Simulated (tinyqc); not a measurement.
Worked calculation: shallow donor in an anisotropic valley (effective-mass theory). Values are carried at full precision from step to step, so a last printed digit may differ when a step is redone from the rounded ones.

Constants: Ry = 13.60569312 eV; a0 (Bohr radius) = 0.5291772105 angstrom; hbar^2/2m0 = 3.80998211 eV angstrom^2; e^2/(4 pi eps0) = 14.39964547 eV angstrom.

Inputs chosen for the exercise (near those of 3C SiC; shifted at random, so the results belong to these values and not to a real crystal):
- ml = 0.657 m0 (longitudinal mass)
- mt = 0.243 m0 (transverse mass)
- eps = 9.5 (dielectric constant)
- a = 20.7 angstrom (trial radius across the axis)
- b = 14.1 angstrom (trial radius along the axis)

## Hydrogen-like estimates

Ry* = Ry m/eps^2 and a* = a0 eps/m for four choices of one mass: mt, the conductivity mass 3/(1/ml + 2/mt), the density-of-states mass (ml mt^2)^(1/3), and ml.

Estimates:
```
mass               m (m0)  Ry* (meV)  a* (angstrom)
mt                 0.2430      36.63          20.69
conductivity       0.3076      46.37          16.34
density of states  0.3385      51.03          14.85
ml                 0.6570      99.05           7.65
```

## Energy of one trial function

One valley: H = -c [(d2/dx2 + d2/dy2)/mt + (d2/dz2)/ml] - q/(eps r), c = hbar^2/2m0, q = e^2/(4 pi eps0). Trial function exp(-sqrt((x^2 + y^2)/a^2 + z^2/b^2)) with a > b: T = (c/3)(2/(mt a^2) + 1/(ml b^2)), V = -(q/eps) atan(u/b)/u, u = sqrt(a^2 - b^2). The central cell of the impurity is left out.

Evaluate T, V and E. Scaling both radii by f changes T to T/f^2 and V to V/f, so the best factor is f = -2T/V, with energy -V^2/(4T).

T = 34.117 meV
V = -82.158 meV
E = -48.041 meV
best scale factor = 0.8305
energy after scaling = -49.461 meV

The virial ratio -V/T is 2.408; it is 2 at the best scale. Scaling gains 1.421 meV.

## Scan over the shape

For each ratio b/a = 0.2, 0.3, ..., 0.9 the best scale follows from a = -2 T1/V1, with T1 and V1 taken at a = 1 angstrom.

Scan:
```
b/a  a (angstrom)  b (angstrom)  E (meV)
0.2         55.49         11.10  -19.089
0.3         31.74          9.52  -31.687
0.4         23.51          9.40  -40.781
0.5         19.84          9.92  -46.183
0.6         18.01         10.81  -48.774
0.7         17.06         11.94  -49.489
0.8         16.58         13.26  -49.038
0.9         16.37         14.74  -47.898
```

The best listed ratio is 0.7; (mt/ml)^(1/2) = 0.61 and (mt/ml)^(1/3) = 0.72 are common guesses.

## The minimum

Minimise over a and b. The Mott estimate n_c = (0.25/a_m)^3 uses a_m = (a^2 b)^(1/3); 1/angstrom^3 = 1e24/cm^3.

a = 17.04 angstrom
b = 11.98 angstrom
E = -49.489 meV
a_m = 15.15 angstrom
n_c = 4.49 x 1e18/cm^3

b/a = 0.703. The binding energy is 1.351 times Ry*(mt). The central cell of a real donor shrinks the orbit and raises n_c.

## Checks

- Energy from 21 anisotropic Gaussians against the two-parameter function, meV: -49.51 against -49.49.

Run: tinyqc, `OMP_NUM_THREADS=1 python tinyqc.py 1252063 1252064 out.jsonl`; Intel(R) Xeon(R) Processor @ 2.30GHz, one thread, shared host; about 0.01 s of CPU time with all checks.
